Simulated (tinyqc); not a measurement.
Reduced Fermi level from a carrier density: charge neutrality of a doped semiconductor with incomplete ionisation. Computed by tinyqc, a small Python program. Command: `OMP_NUM_THREADS=1 python tinyqc.py 3018671 3018672 out.jsonl dopant walk`. One thread of a shared host (Intel(R) Xeon(R) Processor @ 2.30GHz), about 0.02 s of CPU time with the checks.

Energies are counted from the top of the valence band; E_D is measured down from the conduction band and E_A up from the valence band.

Inputs (values chosen for the exercise, modelled on InP):
```
quantity,value,unit
gap at 0 K E_g0,1.43,eV
Varshni alpha,0.000355,eV/K
Varshni beta,157,K
electron mass m_e,0.0788,m_0
valleys M_c,1,-
hole mass m_h,0.624,m_0
temperature T,150,K
```

Doping: n-type, compensated. Statistics of the bands: Boltzmann.

ratios u of density to N: [0.003, 0.015, 0.078, 0.4, 2, 10, 53]

Constants: m_0 = 9.1093837015e-31 kg; k_B = 1.380649e-23 J/K; h = 6.62607015e-34 J s; k_B = 8.617333262e-05 eV/K.

Method:
- E_g = E_g0 - alpha T^2/(T + beta).
- N_c = 2 M_c (2 pi m_e k_B T/h^2)^(3/2) and N_v = 2 (2 pi m_h k_B T/h^2)^(3/2), masses in units of m_0.
- n_i = sqrt(N_c N_v) exp(-E_g/(2 k_B T)); E_i = E_g/2 + (k_B T/2) ln(N_v/N_c).
- F_1/2(eta) = (2/sqrt(pi)) int_0^infinity sqrt(x)/(1 + exp(x - eta)) dx, by the trapezoid rule in t = sqrt(x) with step 0.02 up to t = 12 (for eta < -12 by exp(eta) - exp(2 eta)/2^(3/2)).
- For u = density/N of the majority band, eta solves F_1/2(eta) = u (bisection). Boltzmann: ln u. Joyce-Dixon: ln u + u/sqrt(8) - 4.95009e-3 u^2 + 1.48386e-4 u^3 - 4.42563e-6 u^4. Degenerate limit: (3 sqrt(pi) u/4)^(2/3). The last column is (eta - ln u) k_B T.

N_c = 1.96253e+17 cm^-3

k_B T = 0.0129260 eV

Eta by four rules:
```
u,density (cm^-3),exact,Boltzmann,Joyce-Dixon,degenerate,Boltzmann error (meV)
0.003,5.8876e+14,-5.808,-5.8091,-5.8081,2.5148e-02,1.3710e-02
0.015,2.9438e+15,-4.194,-4.1997,-4.1944,7.3533e-02,6.8536e-02
0.078,1.5308e+16,-2.523,-2.5510,-2.5235,2.2071e-01,3.5607e-01
0.4,7.8501e+16,-0.776,-0.9163,-0.7757,6.5634e-01,1.8179e+00
2,3.9251e+17,1.382,0.6931,1.3816,1.9192e+00,8.8986e+00
10,1.9625e+18,5.456,2.3026,5.4472,5.6117e+00,4.0764e+01
53,1.0401e+19,17.010,3.9703,-4.0253,1.7059e+01,1.6855e+02
```

Boltzmann statistics place E_F within 1 meV of the exact value up to u = 0.0780 of those listed and miss by 169 meV at u = 53. Joyce-Dixon stays within 0.01 in eta up to u = 10.0; the degenerate limit is still 0.28 % high at the last u. Past u of about 10 the Joyce-Dixon series fails. A parabolic band is assumed throughout.
